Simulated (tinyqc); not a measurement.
# Donor binding, ionisation and the Mott limit: Freeze-out

Hydrogenic donor: Ry = (m0 q^3/(8 eps0^2 h^2)) me/eps_r^2 in eV, E0 = cc Ry, radius a = q/(8 pi eps0 eps_r E0), Mott density Nm = (0.26/a)^3. Below Nm the level sinks as Ed = E0 [1 - (N/Nm)^(1/3)]. Neutrality: Nc F12(eta) = N/(1 + 2 exp(eta + Ed/kB T)), F12(x) = (2/sqrt(pi)) int_0^infinity sqrt(u)/(1 + exp(u - x)) du.

Nc is given at 300 K and scales as T^1.5.

Parameters, values chosen for the exercise; band and dielectric values close to those of gallium phosphide:
```
symbol,value,unit,meaning
eps_r,11.1,,relative permittivity
me,0.299,m0,"mass in the hydrogenic formula, set independently of Nc"
Nc,1.81e19,cm^-3,conduction-band density of states at 300 K
cc,1,,ratio of the true binding energy to the hydrogenic one
N,1e18,cm^-3,donor density
```

Constants: q = 1.602176634e-19 C, kB = 1.380649e-23 J/K, eps0 = 8.8541878128e-12 F/m, h = 6.62607015e-34 J s, m0 = 9.1093837015e-31 kg, Vt = kB T/q. Results are converted to the units shown.

Freeze-out:
```
T (K),eta,n (cm^-3),ionised (%),ln(n/T^0.75)
30,-1.651,1.031e17,10.31,36.62
45,-1.499,2.183e17,21.83,37.07
60,-1.530,3.265e17,32.65,37.26
80,-1.654,4.477e17,44.77,37.36
110,-1.879,5.830e17,58.30,37.38
150,-2.172,7.015e17,70.15,37.33
220,-2.609,8.160e17,81.60,37.20
300,-3.006,8.808e17,88.08,37.04
400,-3.397,9.220e17,92.20,36.87
```

What does the comparison show, and why?

The ionised share rises from 10.3 to 92.2 %. Between the first two rows ln(n/T^0.75) has the slope -3.46 meV against q/kB T; deep freeze-out without compensation gives -Ed/2 = -4.04 meV, a limit that these rows do not reach, since a large share is already ionised.

Range of the model: A sharp level with degeneracy 2 overstates freeze-out near Nm, where the impurity band broadens and merges with the conduction band.

Program tinyqc, `OMP_NUM_THREADS=1 python tinyqc.py 2330130 2330131 out.jsonl`; Intel Xeon 2.30GHz, shared host, one thread, about 0.01 s.
